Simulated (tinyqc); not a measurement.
Inside a calculation. Model: capacitance of parallel on-chip lines from Laplace's equation on a mesh.

Computed by the program tinyqc: `OMP_NUM_THREADS=1 python tinyqc.py 2790195 2790196 out.jsonl`, one thread of a shared Intel Xeon 2.30GHz, about 1 s for the whole run. Printed values are rounded.

Cross-section of an endless row of equal lines between two grounded planes; neighbours are driven in antiphase (+1 V and -1 V), so the plane midway between two lines is at 0 V. By symmetry one quarter is solved: x runs from the centre of a line (column 0, mirror) to that midplane (column 5, 0 V), y from the mid-height of the line (row 0, mirror) to the ground plane (row 3, 0 V). The line fills columns 0 to 2 and rows 0 to 1 at 1 V. Cells beside the line (below row 1) have e2, cells above have e1. Each link between nodes has the conductance g = mean permittivity of the two cells beside it (a cell beyond a mirror counts as 0), and the free nodes obey sum g (V_neighbour - V) = 0.

Parameters, values chosen for the exercise: relative permittivity above and below the lines e1 = 4.2; relative permittivity between the lines e2 = 1; over-relaxation factor om = 1.2.

Constants: eps0 = 8.8541878128e-12 F/m. Results are converted to the units shown.

## Link conductances

gx[j, i] joins node (row j, column i) to column i + 1, gy[j, i] to row j + 1.

gx:
```
       col 0  col 1  col 2  col 3  col 4
row 0    0.5    0.5    0.5    0.5    0.5
row 1    2.6    2.6    2.6    2.6    2.6
row 2    4.2    4.2    4.2    4.2    4.2
row 3    2.1    2.1    2.1    2.1    2.1
```

gy:
```
       col 0  col 1  col 2  col 3  col 4  col 5
row 0    0.5      1      1      1      1    0.5
row 1    2.1    4.2    4.2    4.2    4.2    2.1
row 2    2.1    4.2    4.2    4.2    4.2    2.1
```

## Iteration 1: relaxation sweep

V at the start (V):
```
       col 0  col 1  col 2  col 3  col 4  col 5
row 0      1      1      1      0      0      0
row 1      1      1      1      0      0      0
row 2      0      0      0      0      0      0
row 3      0      0      0      0      0      0
```

One sweep visits the free nodes row by row from row 0, left to right, and replaces V by V + om (weighted mean of the neighbours - V), using new values at once.

V after sweep 1 (V):
```
          col 0     col 1     col 2     col 3     col 4     col 5
row 0  1.000000  1.000000  1.000000  0.300000  0.090000  0.000000
row 1  1.000000  1.000000  1.000000  0.334615  0.110769  0.000000
row 2  0.300000  0.390000  0.417000  0.225485  0.100876  0.000000
row 3  0.000000  0.000000  0.000000  0.000000  0.000000  0.000000
```

## Iteration 2: relaxation sweep

As before.

V after sweep 2 (V):
```
          col 0     col 1     col 2     col 3     col 4     col 5
row 0  1.000000  1.000000  1.000000  0.467769  0.188792  0.000000
row 1  1.000000  1.000000  1.000000  0.429554  0.177382  0.000000
row 2  0.474000  0.489300  0.431035  0.243343  0.106042  0.000000
row 3  0.000000  0.000000  0.000000  0.000000  0.000000  0.000000
```

## Course of the relaxation

Stop when no node changes by 1e-7 V. C = 4 eps0 sum g (difference of V along the link)^2, in aF/um.

Course of the iteration:
```
sweep  C (aF/um)  largest change (V)
1       275.1644               0.417
2       259.9401               0.174
3       259.5319              0.0530
4       259.5047             9.89e-3
5       259.5029             4.35e-3
6       259.5029             2.06e-4
7       259.5029             1.25e-4
8       259.5029             8.18e-6
9       259.5029             5.14e-6
10      259.5029             2.49e-7
11      259.5029             1.02e-7
12      259.5029             5.81e-8
```

Converged in 12 sweeps. Over the last four sweeps the change shrinks by about 0.29 a sweep. C comes down from above, since the solution minimises the energy.

## Capacitance per length

converged V (V):
```
          col 0     col 1     col 2     col 3     col 4     col 5
row 0  1.000000  1.000000  1.000000  0.526093  0.218533  0.000000
row 1  1.000000  1.000000  1.000000  0.442919  0.174019  0.000000
row 2  0.490181  0.480363  0.431270  0.244718  0.104684  0.000000
row 3  0.000000  0.000000  0.000000  0.000000  0.000000  0.000000
```

C = 4 eps0 sum g (difference of V)^2 over all links (twice the energy of the four quarters, line at 1 V). Plate estimate without fringing: eps0 [2 e1 w/hd + 2 e2 t/(s/2)], w = 4 hx, t = 2 hx, s/2 = 3 hx, hd = 2 hx.

C = 259.5029 aF/um
plate estimate = 160.5559 aF/um

C depends on the shape only, not on the mesh step hx. Meshes 6, 12 and 24 times finer extrapolate (Aitken) to 234.6 aF/um; this mesh is 11 % above that, and the plate estimate is 32 % below it.
